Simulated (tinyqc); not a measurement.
Balance functions: hot carriers by balance equations with a heated Maxwellian. Computed by tinyqc, a small Python program. Command: `OMP_NUM_THREADS=1 python tinyqc.py 3003356 3003357 out.jsonl hot walk`. One thread of a shared host (Intel(R) Xeon(R) Processor @ 2.30GHz), about 0.01 s of CPU time with the checks.

The carriers follow a Maxwellian at an electron temperature T_e, slightly displaced; the drift energy is neglected against k_B T_e. The balance averages the rate, not the time, so mu_0 lies below the relaxation-time value.

Inputs (values chosen for the exercise, modelled on electrons in germanium): effective mass m = 0.218 m_0; density rho = 5323 kg/m^3; sound velocity v_l = 5240 m/s; acoustic deformation potential D_A = 11 eV; phonon energy hbar w = 30.6 meV; optical or intervalley deformation potential D_o = 4.4 1e8 eV/cm; final valleys Z_f = 3; lattice temperature T = 100 K.

Band: parabolic. Solver: damped fixed point.

Constants: k_B = 8.617333262e-05 eV/K; k_B = 1.380649e-23 J/K; e = 1.602176634e-19 C; hbar = 1.054571817e-34 J s; m_0 = 9.1093837015e-31 kg; hbar = 6.582119569e-16 eV s.

Method:
- Parabolic band: E = hbar^2 k^2/(2 m), speed v = hbar k/m, states per spin, volume and energy g(E) = m k/(2 pi^2 hbar^2). Masses are multiplied by m_0 and all formulas are in SI units.
- Phonon occupation N_q = 1/(exp(hbar w/(k_B T)) - 1).
- Acoustic deformation potential (elastic, equipartition, absorption and emission together): 1/tau = 2 pi k_B T D_A^2 g(E)/(hbar rho v_l^2).
- Optical or intervalley deformation potential: 1/tau = (pi Z_f D_o^2/(rho w)) [N_q g(E + hbar w) + (N_q + 1) g(E - hbar w)], with g = 0 below the band edge.
- Averages over the Maxwellian, <y> = int y x^(1/2) exp(-x) dx / int x^(1/2) exp(-x) dx with x = E/(k_B T_e), split at x_0 = hbar w/(k_B T_e): 64 Gauss-Legendre points in sqrt(x) below it and 128 in sqrt(x - x_0) above it, up to x = 32. Momentum balance: mu(T_e) = e/(m nu), nu = <x (sum of rates)>/<x>. Power lost per carrier: P(T_e) = hbar w <emission rate - absorption rate> + <(2 m v_l^2/(k_B T)) (E - 2 k_B T) acoustic rate>.
- The field that sustains T_e follows from e mu F^2 = P.

Against the electron temperature:
```
T_e (K)  mu (cm^2/(V s))  P optical (1e9 eV/s)  P acoustic (1e9 eV/s)  F (kV/cm)  drift velocity (1e7 cm/s)
110                11588                 0.296             5.6572e-03     0.1615                    0.18711
130                10022                 1.014             1.8450e-02     0.3209                    0.32166
160                 8353                 2.310             4.0937e-02     0.5305                    0.44310
200                 6906                 4.249             7.6281e-02     0.7914                    0.54653
300                 5030                 9.221             1.8685e-01     1.3676                    0.68788
500                 3558                17.826             4.8245e-01     2.2684                    0.80713
800                 2684                27.708             1.0679e+00     3.2740                    0.87891
1200                2140                37.744             2.0554e+00     4.3120                    0.92298
```

Optical phonons take 98 % of the power in the first row and 95 % in the last. The velocity grows as F^0.79 at first and as F^0.18 at the end, so it levels off; if optical phonons alone set both balances the limit at high T_e would be sqrt(3 hbar w tanh(hbar w/2 k_B T)/(4 m)) = 1.32 in the same unit.
